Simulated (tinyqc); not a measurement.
Virtual-crystal alloy in the empirical-pseudopotential method: one step. The six lowest plane waves at X. The numbers come from values chosen for the exercise (classic local form factors of the size used for GaAs (A) and InAs (B), which place X and L only to a few tenths of an eV).

Empirical pseudopotential on the fcc lattice, atoms at +/- tau, tau = a (1,1,1)/8, no spin-orbit coupling. H(G,G') = c (2 pi/a)^2 |k + G|^2 delta + VS(q) cos(q.tau) + i VA(q) sin(q.tau), q = G - G', c = hbar^2/2m0; k and G in units of 2 pi/a; VS at |q|^2 = 3, 8, 11 and VA at 3, 4, 11, in rydberg, zero elsewhere. At each k the basis holds all G with |k + G|^2 up to 16; energies are counted from the fourth level at Gamma.

Constants: hbar^2/2m0 = 3.80998211 eV angstrom^2; Ry = 13.60569312 eV.

a = 5.899010 angstrom

VS at 3, 8, 11 (Ry): -0.2245452  0.0025806  0.0530209

VA at 3, 4, 11 (Ry): 0.0780948  0.0497240  0.0240709

Question. k = (1,0,0) with the small basis G = (0,0,0), (-2,0,0), (-1,1,1), (-1,-1,-1), (-1,1,-1), (-1,-1,1) in place of the full one.

Give: H in this small basis.

Answer.

H in this small basis (eV), lower triangle (Hermitian):
```
                  000           -200   -1+1+1  -1-1-1  -1+1-1  -1-1+1
000             4.322
-200          -0.677i          4.322
-1+1+1  -2.160+0.751i   2.160+0.751i    8.645
-1-1-1   2.160-0.751i  -2.160-0.751i   -0.035   8.645
-1+1-1  -2.160-0.751i  -2.160+0.751i  -0.677i  0.677i   8.645
-1-1+1  -2.160-0.751i  -2.160+0.751i  -0.677i  0.677i   0.035   8.645
```

tinyqc: `OMP_NUM_THREADS=1 python tinyqc.py 1081385 1081386 out.jsonl`; about 0.2 s, one thread, shared Intel(R) Xeon(R) Processor @ 2.30GHz.
